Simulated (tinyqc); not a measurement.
Doping and flat-band voltage from the body effect.

Problem. VT = Vfb + 2 phiF + gamma sqrt(2 phiF + Vsb), phiF = Vt ln(Na/ni), gamma = sqrt(2 q eps0 eps_r Na)/Cox, Cox = eps0 eox/tox. Find Na, gamma and Vfb from two thresholds.

Inputs (values chosen for the exercise); material values close to those of gallium nitride:
```
symbol  value  unit                                      meaning
T         325     K                                  temperature
eps_r    9.65         relative permittivity of the semiconductor
eox      7.51        relative permittivity of the gate insulator
tox        10    nm                          insulator thickness
```

Constants: q = 1.602176634e-19 C, kB = 1.380649e-23 J/K, Vt = kB T/q, eps0 = 8.8541878128e-14 F/cm where lengths are in cm. Results are converted to the units shown.

VT at Vsb = 0 and 2.2 V (V): 1.8634621  1.9192680
ni = 2.9832710e-8 cm^-3

Answer. The difference of the thresholds, gamma [sqrt(2 phiF + Vsb) - sqrt(2 phiF)], holds no Vfb and rises with Na, so it has one root; Vfb then follows from the first threshold.

Na = 1.700e16 cm^-3
gamma = 0.1026 V^0.5
Vfb = -1.380 V

Numbers from tinyqc (`OMP_NUM_THREADS=1 python tinyqc.py 2360061 2360062 out.jsonl`; about 0.04 s on one thread of a shared Intel Xeon 2.30GHz).
